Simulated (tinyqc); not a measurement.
# Changing the anneal time t

Model: equilibrium and kinetic segregation of a solute to boundaries and growing surfaces. Computed by tinyqc, a small Python program. Command: `OMP_NUM_THREADS=1 python tinyqc.py 3022739 3022740 out.jsonl segreg sweep`. One thread of a shared host (Intel(R) Xeon(R) Processor @ 2.30GHz), about 0.01 s of CPU time with the checks.

Inputs (values chosen for the exercise, modelled on phosphorus in polycrystalline silicon):

| quantity | value | unit |
|---|---|---|
| segregation energy Q | 0.42 | eV |
| interaction z w (positive attracts) | -0.035 | eV |
| total solute fraction x0 | 0.0097 | - |
| temperature T | 900 | K |
| boundary thickness delta | 0.56 | nm |
| bulk diffusivity D | 9.1e-21 | m^2/s |
| mixing | 0.3 | - |

Isotherm: Fowler-Guggenheim.

Constants: k_B = 8.617333262e-05 eV/K.

Method:
- With theta the solute fraction on boundary sites and x that in the grains, theta/(1 - theta) = [x/(1 - x)] exp[(Q + z w theta)/(k_B T)].
- The coverage theta_inf is that for x = x0. Start at theta = 0; theta(new) = theta + mixing (theta(out) - theta); stop below 1e-10, 80 steps at most.
- McLean kinetics from a uniform start, fed from both sides, with a constant enrichment beta = theta_inf/x0: (theta - x0)/(theta_inf - x0) = 1 - exp(s^2) erfc(s), s = 2 sqrt(D t)/(beta delta); half filling at s = 0.7691, t = (0.7691 beta delta/2)^2/D. D is an input and does not follow T.

One run for each value:

| anneal time t (s) | degree of filling | s |
|---|---|---|
| 0.022 | 0.00089 | 7.8515e-04 |
| 0.093 | 0.00182 | 1.6143e-03 |
| 0.39 | 0.00372 | 3.3058e-03 |
| 1.6 | 0.00751 | 6.6958e-03 |
| 6.7 | 0.01528 | 1.3702e-02 |
| 28 | 0.03084 | 2.8011e-02 |
| 120 | 0.06221 | 5.7988e-02 |
| 480 | 0.11850 | 1.1598e-01 |
| 2000 | 0.21969 | 2.3673e-01 |

Over the rows, degree of filling rises from 8.85e-4 to 0.220 (exponent d ln y / d ln x 0.50 between the first rows and 0.43 between the last); s rises from 7.85e-4 to 0.237 (exponent d ln y / d ln x about 0.50 throughout). At the low end the exponent of degree of filling is 0.50, close to 0.50: early filling goes as sqrt(D t).
